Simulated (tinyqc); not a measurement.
Thermal and gravitational stress in a wafer during furnace and rapid thermal processing, and the onset of slip: one step, computed by the program tinyqc.

A thin free disc in plane stress, isotropic; T(r) = T_centre + dT (r/R)^n. Stress is positive in tension; sigma_SB = 5.670374419e-8 W/(m^2 K^4), g = 9.80665 m/s^2.

Problem. Gravity. Own weight q = rho g t on a ring of radius b R, x = r/R: moments of an edge-supported plate, M_r = q R^2 (3 + nu)(1 - x^2)/16 and M_t = q R^2 [(3 + nu) - (1 + 3 nu) x^2]/16, less the uniform moment inside the ring load, q R^2 [(1 - nu)(1 - b^2) - 2 (1 + nu) ln b]/8; stress at the lower face = 6 M/t^2.

Inputs (values chosen for the exercise, modelled on silicon): wafer radius R = 75 mm; thickness t = 675 micrometre; Poisson ratio nu = 0.22; density rho = 2330 kg/m^3; radius of the support ring over R = 0.64.

Give: stress at the centre; radial stress at the ring; hoop stress at the ring.

Solution.

stress at the centre = 0.0086467 MPa

radial stress at the ring = -0.085530 MPa

hoop stress at the ring = -0.039904 MPa
